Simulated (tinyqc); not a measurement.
MOS capacitor on a p-type substrate, surface potential from the exact charge relation: one step of the calculation.

Uniform p-type substrate, Boltzmann statistics, full ionisation, classical densities. psi is the surface potential against the body (positive when the bands bend down) and u = psi/Vt. Traps are spread evenly over the gap and neutral at flat band, so their charge is -q Dit psi; the minority quasi-Fermi level is shifted by Vb.

Question. Newton step for the surface potential. u = psi/Vt; F^2 = exp(-u) + u - 1 + r (exp(u) - u - 1); Qs = -sign(u) Q0 F; Cs = -dQs/dpsi = (Q0/Vt) |1 - exp(-u) + r (exp(u) - 1)|/(2 F). f = Vfb + psi + (q Dit psi - Qs)/Cox - Vg, f' = 1 + (Cs + q Dit)/Cox, psi(new) = psi - f/f'.

Values chosen for this exercise; band and dielectric values those of a made-up semiconductor:
- T = 350 K (temperature)
- Dit = 0 cm^-2 eV^-1 (density of interface traps)
- Vg = 1.45 V (gate voltage against the body)

Constants: q = 1.602176634e-19 C, kB = 1.380649e-23 J/K, Vt = kB T/q. Results are converted to the units shown.

psi at the start = 1.9666916 V
Cox = 1.3281282 uF/cm^2
Vfb = -0.51669165 V
Q0 = 54.192435 nC/cm^2
r = 4.6137375e-12

Find: u; F; Qs; Cs; f; f'; psi after iteration 1.

Answer.

u = 65.207
F = 3.1016e8
Qs = -1.6808e10 nC/cm^2
Cs = 2.7864e8 uF/cm^2
f = 1.2656e7 V
f' = 2.0980e8
psi after iteration 1 = 1.9064 V

This iterate lies far beyond the solution, so its charge is not a physical one.

Computed by the program tinyqc: `OMP_NUM_THREADS=1 python tinyqc.py 2060164 2060165 out.jsonl`, one thread of a shared Intel Xeon 2.30GHz, about 0.01 s for the whole run.
